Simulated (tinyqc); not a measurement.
Leaving out one process at a time: Debye-Callaway model of lattice thermal conductivity. Computed by tinyqc, a small Python program. Command: `OMP_NUM_THREADS=1 python tinyqc.py 3021258 3021259 out.jsonl callaway walk`. One thread of a shared host (Intel(R) Xeon(R) Processor @ 2.30GHz), about 0.01 s of CPU time with the checks.

Three acoustic branches with one velocity v, cut at omega_D = k_B Theta/hbar; x = hbar omega/(k_B T). v and Theta are separate inputs: Theta cuts off the heat-carrying modes, so C need not reach 3 k_B/V. gamma is an effective value that sets the umklapp rate.

Inputs (values chosen for the exercise, for a model crystal):

| quantity | value | unit |
|---|---|---|
| sound velocity v | 10700 | m/s |
| Debye temperature Theta | 1100 | K |
| volume per atom V | 17.6 | angstrom^3 |
| mean atomic mass M | 77 | u |
| effective Grueneisen parameter gamma | 1.76 | - |
| umklapp exponent divisor b | 2.5 | - |
| vacancy fraction n_v | 1.7e-06 | - |
| Casimir length L | 4200 | micrometre |
| temperature T | 150 | K |

Sample: crystal. Point defects: vacancies. Normal processes: left out.

Constants: k_B = 1.380649e-23 J/K; hbar = 1.054571817e-34 J s; u = 1.6605390666e-27 kg.

Method:
- A vacancy counts as a mass defect Delta M/M = -3 (the missing mass and twice its bonds), so Gamma = 9 n_v. A = V Gamma/(4 pi v^3).
- Rates: point defects A omega^4; umklapp B omega^2 T exp(-Theta/(b T)) with B = hbar gamma^2/(M v^2 Theta). Boundaries: v/L.
- kappa_1 = c int tau_C g dx, g = x^4 e^x/(e^x - 1)^2, c = (k_B/(2 pi^2 v)) (k_B T/hbar)^3, over 0 < x < min(Theta/T, 40), by 96 Gauss-Legendre points in s with x = x_max s^2; tau_C = tau_R, the inverse of the summed rates, and kappa = kappa_1.

Rayleigh coefficient A = 1.74921e-47 s^3

Conductivity at T:

| case | kappa (W/(m K)) | ratio to all |
|---|---|---|
| all processes | 18942 | 1 |
| without point defects | 23352 | 1.2329 |
| without boundaries | 21245 | 1.1216 |
| without umklapp | 1.3407e+05 | 7.0782 |

What does the comparison show, and why?

Removing umklapp raises kappa most, by a factor 7.08; removing boundaries gives only 1.12.
